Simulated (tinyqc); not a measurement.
# Quantum point contact as a saddle point with Zeeman splitting, step by step

Program tinyqc, `OMP_NUM_THREADS=1 python tinyqc.py 2740010 2740011 out.jsonl`; Intel Xeon 2.30GHz, shared host, one thread, about 0.03 s. Printed values are rounded.

Potential V0 - m wx^2 x^2/2 + m wy^2 y^2/2; energies are counted from V0. Mode n = 0, 1, ... transmits T_n(E) = 1/(1 + exp(-2 pi (E - E_n)/wx)), E_n = wy (n + 1/2) +/- Ez/2 for the two spins, Ez = gs muB B, muB = q hbar/(2 m0); each spin carries q^2/h.

Values chosen for this exercise:

| symbol | value | unit | meaning |
|---|---|---|---|
| T | 0.1 | K | temperature |
| wy | 3.5 | meV | transverse quantum hbar wy |
| wx | 3.3 | meV | curvature of the barrier hbar wx |
| mu | 4.49 | meV | Fermi level above the saddle point |
| gs | 1.3 |  | size of the g factor |
| B | 1 | T | in-plane magnetic field |
| nE | 11 |  | points of the energy grid |
| xm | 8 |  | half-range of the grid in kB T |

Constants: q = 1.602176634e-19 C, kB = 1.380649e-23 J/K, hbar = 1.054571817e-34 J s, h = 6.62607015e-34 J s, m0 = 9.1093837015e-31 kg, Vt = kB T/q. Results are converted to the units shown.

Range of the model: Orbital effects of the in-plane field and interactions (such as the 0.7 feature) are left out.

## Transmissions at the Fermi level

At zero temperature g = G/(2 q^2/h) = (1/2) sum T_n(mu); Fano factor sum T_n (1 - T_n)/sum T_n. Modes beyond those listed are in the sums but add less than 1e-4 to g.

E_n, mode 0- to 2+ (meV): [1.71238, 5.21238, 8.71238, 1.78762, 5.28762, 8.78762]
T_n, mode 0- to 2+: [0.994976, 0.201749, 0.000322, 0.994207, 0.179657, 0.000279]
g = 1.1856
G = 91.861 uS
Fano factor = 0.1349

## Thermal average on a coarse grid

g(T) = int g(E) (-df/dE) dE = int g(mu + x kB T) dx/(4 cosh^2(x/2)), g(E) the zero-temperature value at E, g = G/(2 q^2/h). Simpson's rule on nE equally spaced x from -xm to xm.

x, point 0 to 10: [-8.00000, -6.40000, -4.80000, -3.20000, -1.60000, 0.00000, 1.60000, 3.20000, 4.80000, 6.40000, 8.00000]
E, point 0 to 10 (meV): [4.42106, 4.43485, 4.44864, 4.46242, 4.47621, 4.49000, 4.50379, 4.51758, 4.53136, 4.54515, 4.55894]
g(E), point 0 to 10: [1.16538, 1.16930, 1.17328, 1.17732, 1.18143, 1.18560, 1.18982, 1.19412, 1.19847, 1.20289, 1.20737]
weight, point 0 to 10: [0.000335, 0.001656, 0.008096, 0.037632, 0.139764, 0.250000, 0.139764, 0.037632, 0.008096, 0.001656, 0.000335]
integral of the weight = 1.01675
g(T) = 1.20550
g(T) divided by the integral of the weight = 1.18563

A converged quadrature gives 1.1856; this grid is 1.7 % above that, and its weight integrates to 1.017 in place of 1.
